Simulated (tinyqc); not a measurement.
Coupled-perturbed Hartree-Fock on RHF in the sto-3g basis, for H4, spin multiplicity 1, step by step. One step of it, computed by the program tinyqc.

Problem. Coupled step 2. U_ai = -(mu_ai + sum_bj [4 (ai|bj) - (ab|ij) - (aj|bi)] U_bj) / (e_a - e_i); alpha = -4 sum U_ai mu_ai.

U after step 1:
```
           i1        i2
a3   0.000000  2.379983
a4  -0.330845  0.000000
```

dipole integrals <a|z|i> (bohr):
```
          i1         i2
a3  0.000000  -1.636015
a4  0.379266   0.000000
```

orbital energies (hartree): MO1 -0.598572, MO2 -0.422971, MO3 0.345304, MO4 0.792147

Two-electron integrals over orbitals (pq|rs), unique and non-zero (hartree):
```
(11|11) 0.469479    (21|21) 0.179153    (22|11) 0.438077    (22|22) 0.450063
(31|11) -0.063277   (31|22) 0.003630    (31|31) 0.108139    (32|21) 0.084418
(32|32) 0.117527    (33|11) 0.441897    (33|22) 0.441654    (33|31) -0.009968
(33|33) 0.460754    (41|21) 0.032502    (41|32) -0.066030   (41|41) 0.091870
(42|11) 0.070246    (42|22) 0.011234    (42|31) -0.102184   (42|33) 0.009140
(42|42) 0.108112    (43|21) -0.172174   (43|32) -0.085941   (43|41) -0.030110
(43|43) 0.184287    (44|11) 0.492133    (44|22) 0.462337    (44|31) -0.067911
(44|33) 0.475778    (44|42) 0.077902    (44|44) 0.543225
```

Give: U after step 2; polarisability.

Solution.

U after step 2:
```
         i1      i2
a3   0.0000  2.4098
a4  -0.3417  0.0000
```

polarisability = 16.2883 bohr^3
